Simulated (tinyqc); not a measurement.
Worked calculation: Hubbard chain of 4 sites. Computed by tinyqc, a small Python program that keeps every step. Settings: hopping = 0.84, U = 1.6, mixing = 0.2, iteration cap = 58. Command: `OMP_NUM_THREADS=1 python tinyqc.py 23990 23991 out.jsonl` (the two numbers bound the seeds that draw the settings). One thread of a shared host (Intel(R) Xeon(R) Processor @ 2.60GHz), about 0.2 s of CPU time with the checks. Later iterations appear only in the table of the cycle.

## Mean-field iteration 1

one-body matrix (hopping and site energies) (eV), lower triangle:
```
           1          2          3         4
1   0.540000
2  -0.840000   0.490000
3   0.000000  -0.840000  -0.460000
4   0.000000   0.000000  -0.840000  0.770000
```

U = 1.600000 eV

electrons, up and down: 3  3

mixing = 0.200000

n(up) at the start (a guess, not normalised): 1 1.000000, 2 0.300000, 3 1.000000, 4 0.300000

n(down) at the start (a guess): 1 0.300000, 2 1.000000, 3 0.300000, 4 1.000000

H(up) = T + U n(down), H(down) = T + U n(up); fill the lowest levels; n(new) = n + mixing (n(out) - n); E = tr T (rho up + rho down) + U sum n_up n_down of the output.

levels, up (eV): -0.545090  0.678666  2.456898  2.909526

levels, down (eV): -0.183098  0.866467  2.067769  2.748862

energy = 3.147398 eV

n(up) after iteration 1: 1 0.981729, 2 0.347550, 3 0.973926, 4 0.376796

n(down) after iteration 1: 1 0.334819, 2 0.944739, 3 0.409897, 4 0.990545

## Mean-field iteration 2

As before.

levels, up (eV): -0.420243  0.724750  2.428074  2.895419

levels, down (eV): -0.155712  0.934418  2.093731  2.755563

energy = 3.101502 eV

n(up) after iteration 2: 1 0.968007, 2 0.396494, 3 0.949541, 4 0.429958

n(down) after iteration 2: 1 0.368939, 2 0.897507, 3 0.496656, 4 0.980899

## Mean-field iteration 3

As before.

levels, up (eV): -0.328344  0.769340  2.402765  2.886639

levels, down (eV): -0.133930  0.984295  2.112561  2.767473

energy = 3.070393 eV

n(up) after iteration 3: 1 0.957553, 2 0.443519, 3 0.927018, 4 0.467110

n(down) after iteration 3: 1 0.401172, 2 0.856661, 3 0.565672, 4 0.971695

## Convergence

Each step fills the lowest levels of T + U n(other spin) and sets n(new) = n + mixing (n(out) - n); stop when output and input agree to 1e-8.

Course of the cycle:
```
iteration      E (eV)  largest |n(out) - n(in)|  mean |n_up - n_down|
1          3.14739751                  5.49e-01              0.227348
2          3.10150220                  4.34e-01              0.208005
3          3.07039259                  3.45e-01              0.192814
4          3.04852647                  2.77e-01              0.183990
5          3.03260328                  2.24e-01              0.186553
6          3.02072071                  1.82e-01              0.196744
7          3.01171760                  1.54e-01              0.206088
8          3.00482762                  1.36e-01              0.214747
9          2.99951420                  1.20e-01              0.222807
10         2.99538860                  1.05e-01              0.230318
11         2.99216434                  9.31e-02              0.237315
...               ...                       ...                   ...
48         2.97928892                  2.25e-03              0.312268
49         2.97928778                  2.04e-03              0.312457
50         2.97928685                  1.85e-03              0.312627
51         2.97928609                  1.67e-03              0.312781
52         2.97928548                  1.51e-03              0.312919
53         2.97928498                  1.37e-03              0.313044
54         2.97928458                  1.24e-03              0.313157
55         2.97928425                  1.12e-03              0.313258
56         2.97928399                  1.01e-03              0.313350
57         2.97928377                  9.12e-04              0.313432
58         2.97928359                  8.23e-04              0.313507
```

Not converged within 58 iterations: the residual falls steadily but slowly, by a factor of about 0.90 a step. The lowest mean-field energy found from random starts is 2.97928 eV. Reruns (cap 100 unless said): mixing 0.5: converged in 63 (E = 2.97928); mixing 0.9: converged in 32 (E = 2.97928); the original settings with a cap of 400: converged in 167 (E = 2.97928).

## The many-body Hamiltonian

Basis: all placements (u, d, 2, 0 on each site), up operators ordered before down ones; hops carry the sign of the same-spin electrons passed.

H (eV), lower triangle:
```
           2220       22ud       2u2d       u22d       22du       2202       2ud2       u2d2
2220   5.940000
22ud  -0.840000   5.570000
2u2d   0.000000  -0.840000   4.620000
u22d   0.000000   0.000000  -0.840000   4.570000
22du  -0.840000   0.000000   0.000000   0.000000   5.570000
2202   0.000000  -0.840000   0.000000   0.000000  -0.840000   8.400000
2ud2   0.000000   0.000000  -0.840000   0.000000   0.000000  -0.840000   5.850000
u2d2   0.000000   0.000000   0.000000  -0.840000   0.000000   0.000000  -0.840000   5.800000
2d2u   0.000000   0.000000   0.000000   0.000000  -0.840000   0.000000   0.000000   0.000000
2du2   0.000000   0.000000   0.000000   0.000000   0.000000  -0.840000   0.000000   0.000000
2022   0.000000   0.000000   0.000000   0.000000   0.000000   0.000000  -0.840000   0.000000
ud22   0.000000   0.000000   0.000000   0.000000   0.000000   0.000000   0.000000  -0.840000
d22u   0.000000   0.000000   0.000000   0.000000   0.000000   0.000000   0.000000   0.000000
d2u2   0.000000   0.000000   0.000000   0.000000   0.000000   0.000000   0.000000   0.000000
du22   0.000000   0.000000   0.000000   0.000000   0.000000   0.000000   0.000000   0.000000
0222   0.000000   0.000000   0.000000   0.000000   0.000000   0.000000   0.000000   0.000000

           2d2u       2du2       2022       ud22       d22u       d2u2       du22      0222
2d2u   4.620000
2du2  -0.840000   5.850000
2022   0.000000  -0.840000   6.500000
ud22   0.000000   0.000000  -0.840000   4.850000
d22u  -0.840000   0.000000   0.000000   0.000000   4.570000
d2u2   0.000000  -0.840000   0.000000   0.000000  -0.840000   5.800000
du22   0.000000   0.000000  -0.840000   0.000000   0.000000  -0.840000   4.850000
0222   0.000000   0.000000   0.000000  -0.840000   0.000000   0.000000  -0.840000  6.400000
```

## Exact diagonalisation (16 states)

Lowest levels of the sector, and the double occupancy of the lowest state.

lowest levels (eV): 2.861556  3.162369  3.606492  4.288311  4.299632  4.894823

double occupancy per site = 0.526123

## The lowest level by Lanczos steps

From a random start vector (not printed): a_j = <q_j|H|q_j>, b_j = norm of the remainder after orthogonalising; the Ritz value is the lowest eigenvalue of the tridiagonal matrix of a and b so far.

Lanczos:
```
j   a_j (eV)  b_j (eV)  lowest Ritz value (eV)
1   4.756633  1.600885              4.75663340
2   5.699943  1.460280              3.55936922
3   5.634317  1.271217              3.19069080
4   5.899565  1.407922              3.08585233
5   5.001942  1.873455              3.01627452
6   7.947898  1.470522              2.94820708
7   5.033494  1.357506              2.91335985
8   5.186398  0.829443              2.87697824
9   4.975572  0.871851              2.86445063
10  5.522254  0.771600              2.86178573
```
